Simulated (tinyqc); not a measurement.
From results back to parameters: quantum-confined Stark effect in a modulator well. Five cases, with inputs chosen for the exercise.

Problem. The shift of E_e + E_h was computed from a hidden field.

Envelopes on cells of 0.5 angstrom over the well |z| < L/2 and 45 angstrom of barrier on each side, psi = 0 beyond, psi'/m continuous (mean mass between points), c = hbar^2/2m0. The electron sees + e F z and the hole - e F z, each with its offset in the barriers; 1 kV/cm = 1e-5 eV/angstrom. Light holes, band mixing and escape by tunnelling are left out.

Constants: hbar^2/2m0 = 3.80998211 eV angstrom^2.

Case 1.

Values chosen (near those of an InGaAsP well in InP; not measured data): L = 132 angstrom (well width); Vc = 0.197 eV (conduction offset); Vv = 0.304 eV (heavy-hole offset); me = 0.0514 m0 (electron, well); meb = 0.0781 m0 (electron, barrier); mh = 0.347 m0 (heavy hole along z, well); mhb = 0.485 m0 (heavy hole, barrier).

shift = -41.060 meV

Case 2.

Values chosen (near those of a GaAs well in AlGaAs; not measured data): L = 96 angstrom (well width); Vc = 0.242 eV (conduction offset); Vv = 0.138 eV (heavy-hole offset); me = 0.0669 m0 (electron, well); meb = 0.094 m0 (electron, barrier); mh = 0.35 m0 (heavy hole along z, well); mhb = 0.391 m0 (heavy hole, barrier).

shift = -10.995 meV

Case 3.

Values chosen (near those of a Ge well in SiGe, direct gap; not measured data): L = 124 angstrom (well width); Vc = 0.408 eV (conduction offset); Vv = 0.116 eV (heavy-hole offset); me = 0.0419 m0 (electron, well); meb = 0.0572 m0 (electron, barrier); mh = 0.212 m0 (heavy hole along z, well); mhb = 0.241 m0 (heavy hole, barrier).

shift = -14.954 meV

Case 4.

Values chosen (near those of an InGaAs well in InAlAs; not measured data): L = 86 angstrom (well width); Vc = 0.471 eV (conduction offset); Vv = 0.206 eV (heavy-hole offset); me = 0.0422 m0 (electron, well); meb = 0.073 m0 (electron, barrier); mh = 0.356 m0 (heavy hole along z, well); mhb = 0.432 m0 (heavy hole, barrier).

shift = -17.999 meV

Case 5.

Values chosen (near those of an InGaAsP well in InP; not measured data): L = 72 angstrom (well width); Vc = 0.183 eV (conduction offset); Vv = 0.311 eV (heavy-hole offset); me = 0.0515 m0 (electron, well); meb = 0.076 m0 (electron, barrier); mh = 0.372 m0 (heavy hole along z, well); mhb = 0.522 m0 (heavy hole, barrier).

shift = -3.323 meV

Find: F; local exponent d ln(shift)/d ln F.

Solution. The shift grows steadily in size with F, so bisection finds one value; its slope is -e times the separation of the carriers.

Case 1.

F = 101.0 kV/cm
local exponent d ln(shift)/d ln F = 1.60

Case 2.

F = 71.0 kV/cm
local exponent d ln(shift)/d ln F = 1.83

Case 3.

F = 66.0 kV/cm
local exponent d ln(shift)/d ln F = 1.77

Case 4.

F = 123.0 kV/cm
local exponent d ln(shift)/d ln F = 1.77

Case 5.

F = 60.0 kV/cm
local exponent d ln(shift)/d ln F = 1.97

Computed by tinyqc, one run a case: `OMP_NUM_THREADS=1 python tinyqc.py N N+1 out.jsonl` with N = 1281536, 1281595, 1281623, 1281781, 1281782; one thread of a shared Intel(R) Xeon(R) Processor @ 2.30GHz, about 0.2 s a run at most.
